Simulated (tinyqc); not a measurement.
Against the Fermi level: single-band model of a thermoelectric material. Computed by tinyqc, a small Python program. Command: `OMP_NUM_THREADS=1 python tinyqc.py 3002147 3002148 out.jsonl thermo walk`. One thread of a shared host (Intel(R) Xeon(R) Processor @ 2.30GHz), about 0.01 s of CPU time with the checks.

One spherical band, one scattering law, no minority carriers and no phonon drag. In a real material minority carriers limit |S| to about E_g/(2 e T), so larger values are formal. eta = E_F/(k_B T) is counted from the band edge; f = 1/(1 + exp(x - eta)).

Inputs (values chosen for the exercise, modelled on n-type silicon): density-of-states mass m = 1 m_0; mobility parameter mu_300 = 2000 cm^2/(V s); temperature exponent p = 2.5; lattice thermal conductivity kappa_L = 56 W/(m K); temperature T = 630 K.

Band: parabolic. Scattering: acoustic phonons, r = -0.5.

Constants: k_B = 8.617333262e-05 eV/K; e = 1.602176634e-19 C; m_0 = 9.1093837015e-31 kg; k_B = 1.380649e-23 J/K; hbar = 1.054571817e-34 J s.

Method:
- With x = E/(k_B T), a = alpha k_B T (0 for a parabolic band), G = x (1 + a x), D = 1 + 2 a x and <y> = int y f (1 - f) dx, f = 1/(1 + exp(x - eta)): tau = tau_0 G^r/D; transport function s = G^(3/2 + r)/D^2; n = N_0 <G^(3/2)> with N_0 = (2 m k_B T)^(3/2)/(3 pi^2 hbar^3).
- Integrals over x = E/(k_B T) use 160 Gauss-Legendre points in u = sqrt(x) from 0 to sqrt(max(eta, 0) + 32).
- sigma = e mu_0 N_0 <s> with mu_0 = e tau_0/m = mu_300 (T/300 K)^(-p); |S| = (k_B/e)(<x s>/<s> - eta); Lorenz number L = (k_B/e)^2 (<x^2 s>/<s> - (<x s>/<s>)^2); kappa_e = L sigma T; zT = S^2 sigma T/(kappa_L + kappa_e).

The same material at other dopings:
```
eta  n (1/cm^3)  |S| (microvolt/K)  sigma (S/cm)  power factor (microwatt/(cm K^2))        zT
-4   1.3897e+18             517.82    5.2280e+01                             14.018  0.015757
-3   3.7369e+18             432.97    1.3995e+02                             26.236  0.029446
-2   9.8740e+18             350.24    3.6561e+02                             44.848  0.050143
-1   2.5032e+19             272.49    9.0233e+02                             66.997  0.074209
0    5.8431e+19             204.50    1.9966e+03                             83.498  0.090651
1    1.2033e+20             150.88    3.7828e+03                             86.109  0.090254
2    2.1564e+20             112.39    6.1265e+03                             77.385  0.077184
4    4.9726e+20              68.22    1.1574e+04                             53.858  0.047607
6    8.7413e+20              46.95    1.7290e+04                             38.105  0.029851
10   1.8393e+21              28.35    2.8804e+04                             23.143  0.014745
```

|S| falls and sigma rises with eta, so their product S^2 sigma peaks: among these rows at eta = 1, and zT at eta = 0, where |S| = 205 microvolt/K. zT stays above 90 % of its best row from n = 5.8e19 to 1.2e20 per cm^3.

Extremes, crossings and ranges named in words are read from the listed rows.
